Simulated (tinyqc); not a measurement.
Coverage along the feature as the dose grows: atomic layer deposition: Langmuir saturation, growth per cycle and coating of deep features. Computed by tinyqc, a small Python program. Command: `OMP_NUM_THREADS=1 python tinyqc.py 3030582 3030583 out.jsonl ald walk`. One thread of a shared host (Intel(R) Xeon(R) Processor @ 2.30GHz), about 0.02 s of CPU time with the checks.

Precursor A sticks only on free sites, so a long enough pulse saturates; co-reactant B then frees the sites again.

Inputs (values chosen for the exercise, modelled on hafnium oxide from an amide and water):

| quantity | value | unit |
|---|---|---|
| precursor mass M | 411 | u |
| site density q | 2.9 | 1/nm^2 |
| sticking probability beta on free sites | 0.0011 | - |
| precursor pressure p | 0.43 | Pa |
| temperature T | 175 | C |
| pulse time t | 1.7 | s |
| desorption energy E_d | 1.43 | eV |
| aspect ratio a | 130 | - |

Feature: round hole.

Constants: u = 1.6605390666e-27 kg; k_B = 1.380649e-23 J/K; k_B = 8.617333262e-05 eV/K.

Method:
- Wall flux F = p/sqrt(2 pi M k_B T); rate of filling k_a = beta F/q; desorption k_d = 1e13 exp(-E_d/(k_B T)) per second. 1/m^2 = 1e-18/nm^2.
- Temperatures in kelvin are T(C) + 273.15.
- Diffusion-limited filling (Gordon) of a round hole of diameter w: a saturation front at depth z needs dz/dt = D_K n/(z (4q/w)), with Knudsen D_K = w c/3 and F = n c/4; including the entrance and floor terms, t = (q/F)(1 + 19a/4 + 3a^2/2). Reaction-limited filling needs ln(100)/k_a at any depth, k_a = beta F/q. Flow is molecular. The front picture holds when the modulus a sqrt(beta) is well above 1.
- Depth reached by the given pulse: solve the same formula for a. Exposure = p x diffusion-limited time; 1 langmuir = 1.33322e-4 Pa s.
- Continuum model with steady gas transport: d2n/dz2 = 3 beta (1 - th) n/d_h^2 (d_h the hydraulic diameter, n = 1 at the mouth, no flux at the floor, 60 cells), d th/dt = beta F n (1 - th)/q; no desorption. Times are multiples of the larger of the Gordon time and ln(100)/k_a.

diffusion-limited time = 28.5276 s

time to 99 % without desorption, ln(100)/k_a = 4.59908 s

flux F = 2639.85 1/(nm^2 s)

modulus = 4.31161

Coverage:

| multiple | t (s) | top cell | quarter depth | half depth | three quarters | floor cell |
|---|---|---|---|---|---|---|
| 0.05 | 1.426 | 0.742 | 0.235 | 0.042 | 0.007 | 0.002 |
| 0.10 | 2.853 | 0.935 | 0.470 | 0.102 | 0.017 | 0.005 |
| 0.20 | 5.706 | 0.996 | 0.812 | 0.277 | 0.052 | 0.016 |
| 0.40 | 11.411 | 1.000 | 0.990 | 0.711 | 0.209 | 0.071 |
| 0.60 | 17.117 | 1.000 | 1.000 | 0.945 | 0.492 | 0.207 |
| 0.80 | 22.822 | 1.000 | 1.000 | 0.995 | 0.795 | 0.476 |
| 1.00 | 28.528 | 1.000 | 1.000 | 1.000 | 0.969 | 0.857 |
| 1.30 | 37.086 | 1.000 | 1.000 | 1.000 | 1.000 | 1.000 |

At a multiple of 0.2 the coverage is 1.00 at the top and 0.02 at the floor. The coverage falls gradually with depth, without a sharp front. In the last row the floor reaches 1.000.
